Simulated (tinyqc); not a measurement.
## Haynes-Shockley experiment: what a collector records, against the sweep field along the drift

A sheet injected at x = 0, t = 0 gives at x = L the signal n(t) = N0 exp(-t/tau - (L - v t)^2/(4 D t))/sqrt(4 pi D t), D = mu Vt, v = mu F. Its peak lies at tp = [-D + sqrt(D^2 + u^2 L^2)]/u^2, u^2 = v^2 + 4 D/tau; dt is the full width at half height. Simple readings: mobility L/(F tp), diffusion coefficient (L dt/tp)^2/(16 ln 2 tp). Area v times the integral of n over N0: (v/u) exp(L (v - u)/(2 D)).

Values chosen for this exercise:
- T = 250 K (temperature)
- mu = 1930 cm^2/(V s) (minority-carrier mobility)
- tau = 1.7e-5 s (lifetime)
- L = 770 um (distance from injector to collector)

Constants: q = 1.602176634e-19 C, kB = 1.380649e-23 J/K, Vt = kB T/q. Results are converted to the units shown.

Haynes-Shockley experiment: what a collector records, against the sweep field along the drift:
```
F (V/cm)	L/v (us)	tp (us)	dt (us)	apparent mobility (cm^2/(V s))	apparent D (cm^2/s)	area	exp(-L/(v tau))
0.55	72.54	19.81	28.28	7067	54.98	0.04033	0.01402
0.96	41.56	18.27	24.72	4391	53.59	0.09782	0.08676
1.7	23.47	15.08	18.08	3003	50.96	0.2271	0.2515
2.9	13.76	11.04	10.99	2405	48.00	0.4106	0.4452
5	7.979	7.197	5.634	2140	45.52	0.6019	0.6254
8.7	4.586	4.368	2.615	2026	43.87	0.7524	0.7636
15	2.660	2.596	1.185	1978	42.91	0.8506	0.8552
26	1.534	1.515	0.5249	1955	42.34	0.9120	0.9137
```

What does the comparison show, and why?

True values: mu = 1930 cm^2/(V s), D = 41.6 cm^2/s. The apparent mobility is 3.66 times the true one in the first row and 1.3 % above it in the last, and the apparent D 32 % above and 1.8 % above D. The peak always comes before L/v, since spreading and decay both weigh down the later part of the signal; the shift is 73 % and 1.3 % in these rows.

tinyqc, about 0.01 s, one thread, Intel Xeon 2.30GHz (shared host): `OMP_NUM_THREADS=1 python tinyqc.py 2310124 2310125 out.jsonl`
